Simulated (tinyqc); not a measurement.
Isotherms: adsorption as a lattice gas: isotherms with interactions, competition, desorption peaks and saturation dose. Computed by tinyqc, a small Python program. Command: `OMP_NUM_THREADS=1 python tinyqc.py 3026951 3026952 out.jsonl adsorb walk`. One thread of a shared host (Intel(R) Xeon(R) Processor @ 2.30GHz), about 0.2 s of CPU time with the checks.

One adsorbate per site; a molecule needs 2 empty sites. Gas and surface have the same temperature.

Inputs (values chosen for the exercise, for a model surface):
```
quantity                             value    unit
desorption energy E                   1.29      eV
prefactor nu                       4.5e+12     1/s
pair energy w (positive repels)    -0.0086      eV
neighbours z                             3       -
site density N_s                       9.1  1/nm^2
molecular mass M                      78.8       u
sticking coefficient s0               0.23       -
temperature T                          474       K
pressure p                          0.0053      Pa
blocking by a second gas, K_B p_B     0.79       -
```

Adsorption: dissociative (second order).

Constants: u = 1.6605390666e-27 kg; k_B = 1.380649e-23 J/K; k_B = 8.617333262e-05 eV/K.

Method. Flux F = p/sqrt(2 pi M k_B T); k_d = nu exp(-E/(k_B T)); 2 s0 F (1 - theta)^2 = N_s k_d theta^2, so y = sqrt(2 s0 F/(N_s k_d)), theta = y/(1 + y). With a second gas on the same sites theta = y/(1 + y + K_B p_B). With u = w/(k_B T). Mean field: theta/(1 - theta) = y exp(-z u theta). Quasi-chemical: theta/(1 - theta) = y [(r - 1 + 2 theta)(1 - theta)/((r + 1 - 2 theta) theta)]^(-z/2) exp(-z u/2), r = sqrt(1 - 4 theta (1 - theta)(1 - exp(-u))).

u = -0.210546

Coverage; the first column is ln y - z u/2:
```
ln y - z u/2  no interaction  mean field  quasi-chemical
-5.0                 0.00489     0.00490         0.00491
-3.0                 0.03503     0.03581         0.03588
-2.0                 0.08982     0.09484         0.09528
-1.0                 0.21151     0.23763         0.23891
-0.5                 0.30665     0.35649         0.35762
0.0                  0.42169     0.50000         0.50000
0.5                  0.54592     0.64351         0.64238
1.0                  0.66467     0.76237         0.76109
2.0                  0.84346     0.90516         0.90472
3.0                  0.93609     0.96419         0.96412
5.0                  0.99084     0.99510         0.99509
```

What follows from these numbers?

At half coverage the slope d theta/d ln y is 1/4 without interaction, 1/(4 + z u) = 0.297 in mean field and 0.294 in the pair theory, 1/[4 + 2 z (exp(u/2) - 1)]. Attraction steepens the filling towards a step; the two theories differ by at most 0.0013 in these rows.
